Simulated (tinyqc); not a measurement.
As the film thickens, and with more bath resistance: electroplating on a thin resistive seed layer: kinetics, Wagner number and the terminal effect across a wafer. Computed by tinyqc, a small Python program. Command: `OMP_NUM_THREADS=1 python tinyqc.py 3120052 3120053 out.jsonl terminal walk`. One thread of a shared host (Intel(R) Xeon(R) Processor @ 2.30GHz), about 0.02 s of CPU time with the checks.

Current enters the seed at the rim. The bath is treated as a local resistance per area (no lateral flow in the liquid), two electrons per ion, molar volume 7.11 cm^3/mol, Faraday constant F = e N_A, kinematic viscosity 0.01 cm^2/s, omega = 2 pi x rpm/60; k_B T/e is in volts.

Inputs (values chosen for the exercise, of the order of those for copper plating on a thin cobalt or ruthenium seed):
```
quantity                               value         unit
wafer radius R                            15           cm
seed thickness t                         170           nm
seed resistivity                          14  microohm cm
bath conductivity kappa                 0.48         S/cm
gap to the anode h                       8.9           cm
extra resistance of a porous plate         0     ohm cm^2
exchange current density i_0            0.69      mA/cm^2
cathodic transfer coefficient alpha     0.72            -
mean current density                     5.1      mA/cm^2
diffusivity of the metal ion         4.5e-06       cm^2/s
metal ion concentration                 0.23        mol/L
rotation rate                             60          rpm
temperature T                            298            K
```

Constants: e = 1.602176634e-19 C; N_A = 6.02214076e+23 1/mol; k_B = 8.617333262e-05 eV/K.

Method:
- Growth rate = i V_m/(2 F). Levich limit i_L = 0.62 x 2 F D^(2/3) omega^(1/2) nu^(-1/6) c. Tafel overpotential eta = (k_B T/(alpha e)) ln(i/i_0); kinetic resistance k_B T/(alpha e i); bath resistance h/kappa + plate; R_s = resistivity/t; Wagner number = kinetic resistance x kappa/R.
- Full model: seed potential phi(r) with (1/r)(r phi')' = R_s i, where i solves phi = R_b i + (k_B T/(alpha e)) ln(i/i_0) (phi being the driving voltage left at r); phi'(0) = 0 and phi'(R) = R_s i_mean R/2. Solved by collocation to a tolerance of 1e-7.
- The film is taken as uniform, with the seed resistivity; the last column adds 100 ohm cm^2 to R_b. Extra power of that plate = i^2 x 100 ohm cm^2 x area.

sheet resistance R_s = 0.823529 ohm/square

bath resistance R_b = 18.5417 ohm cm^2

Edge over centre:
```
thickness (nm)  R_s (ohm/square)  as given  with 100 ohm cm^2 more
170                      0.82353    3.6563                  1.4042
255                      0.54902    2.5814                  1.2615
340                      0.41176    2.1155                  1.1932
510                      0.27451    1.6969                  1.1268
850                      0.16471    1.3959                  1.0752
1700                     0.08235    1.1897                  1.0372
3400                     0.04118    1.0928                  1.0185
```

extra power = 1.8385 W

What follows from these numbers?

The ratio falls below 1.1 from 3400 nm on as given, and from 850 nm on with the added resistance: what counts is R_s R^2 against the sum of kinetic and bath resistance.
